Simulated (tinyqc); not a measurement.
Non-radiative capture by multiphonon emission, one effective mode: one step, computed by the program tinyqc. Command: `OMP_NUM_THREADS=1 python tinyqc.py 3015559 3015560 out.jsonl capture walk`. One thread of a shared host (Intel(R) Xeon(R) Processor @ 2.30GHz), about 0.02 s of CPU time with the checks.

The initial state (free carrier plus empty centre) lies dE above the final state; both have the same frequency and are displaced by dQ.

Task: Scaled coefficient, cross-section and lifetime. Sommerfeld factor of an attractive centre: s(k) = 2 pi nu/(1 - exp(-2 pi nu)), nu = sqrt(Ry*/E), Ry* = Ry m/eps^2, averaged over (2/sqrt(pi)) sqrt(x) exp(-x) dx with x = E/k_B T = t^2 (trapezoid, t to 6 in steps of 0.01). C = s C_0; v = sqrt(3 k_B T/m); sigma = C/v; tau = 1/(C N_t).

Inputs (values chosen for the exercise, with mass, screening and phonons like those of CdTe):
```
quantity,value,unit
carrier mass m,0.0935,m_0
dielectric constant eps,10.4,-
temperature T,77,K
defect density N_t,2e+13,cm^-3
```

Centre: attractive.

C_0 = 1.322108e-10 cm^3/s

Constants: Ry = 13.605693123 eV; k_B = 8.617333262e-05 eV/K; k_B = 1.380649e-23 J/K; m_0 = 9.1093837015e-31 kg.

Give: Sommerfeld factor s; capture coefficient C; thermal velocity v; cross-section sigma; capture time.

Result:

Sommerfeld factor s = 9.4528

capture coefficient C = 1.2498e-09 cm^3/s

thermal velocity v = 1.9351e+07 cm/s

cross-section sigma = 6.4585e-17 cm^2

capture time = 4.0008e-05 s
